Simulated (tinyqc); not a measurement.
Free and nearly free electrons in a metal: one step. Thermal quantities. Three cases, with inputs chosen for the exercise.

Question. gamma = (pi^2/3) kB^2 D(EF) per atom, times 96485.33 x 1e3 for mJ/(mol K^2); mu(T) = EF (1 - (pi kB T/EF)^2/12); Wiedemann-Franz kappa = L0 T/rho with L0 = (pi^2/3) (kB/e)^2, kB/e in V/K.

Constants: kB = 8.617333262e-05 eV/K.

Give: gamma; mu - EF; kappa.

Case 1.

Values chosen (out of a larger set: near those of W, whose d bands this model ignores; not measured data): rho = 5.56 micro-ohm cm (bulk resistivity); T = 300 K.

D(EF) per atom = 0.326026 1/eV
EF = 9.20173 eV

Answer.

gamma = 0.768 mJ/(mol K^2)
mu - EF = -0.0597 meV
kappa = 132 W/(m K)

The d states at EF, left out, make the measured gamma larger.

Case 2.

Values chosen (out of a larger set: near those of Au, whose d bands this model ignores; not measured data): rho = 2.27 micro-ohm cm (bulk resistivity); T = 320 K.

D(EF) per atom = 0.272282 1/eV
EF = 5.50899 eV

Answer.

gamma = 0.642 mJ/(mol K^2)
mu - EF = -0.1135 meV
kappa = 344 W/(m K)

Case 3.

Values chosen (out of a larger set: near those of Cu, whose d bands this model ignores; not measured data): rho = 1.9 micro-ohm cm (bulk resistivity); T = 320 K.

D(EF) per atom = 0.217249 1/eV
EF = 6.90453 eV

Answer.

gamma = 0.512 mJ/(mol K^2)
mu - EF = -0.0906 meV
kappa = 411 W/(m K)

Computed by tinyqc, one run a case: `OMP_NUM_THREADS=1 python tinyqc.py N N+1 out.jsonl` with N = 1681466, 1681525, 1681986; one thread of a shared Intel(R) Xeon(R) Processor @ 2.30GHz, about 0.01 s a run at most.
